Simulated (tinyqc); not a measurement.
Line constants from open and short measurements.

Inverse problem. A uniform line of length len, under a quarter wavelength, has Z_open = Zc coth(gamma len) and Z_short = Zc tanh(gamma len); gamma Zc = r + i w l and gamma/Zc = g + i w c, w = 2 pi f. Find r, l and c.

Parameters, values chosen for the exercise: length len = 26 mm; frequency f = 0.75 GHz.

Zin with the far end open = 3.615986-70.084596i ohm
Zin with the far end shorted = 8.074017+51.058712i ohm

Solution. The product of the two impedances is Zc^2 and their ratio tanh^2(gamma len); the principal branch holds below a quarter wavelength.

r = 0.206 ohm/mm
l = 0.347 nH/mm
c = 96.3 pF/m

Numbers from tinyqc (`OMP_NUM_THREADS=1 python tinyqc.py 2810182 2810183 out.jsonl`; about 0.01 s on one thread of a shared Intel Xeon 2.30GHz).
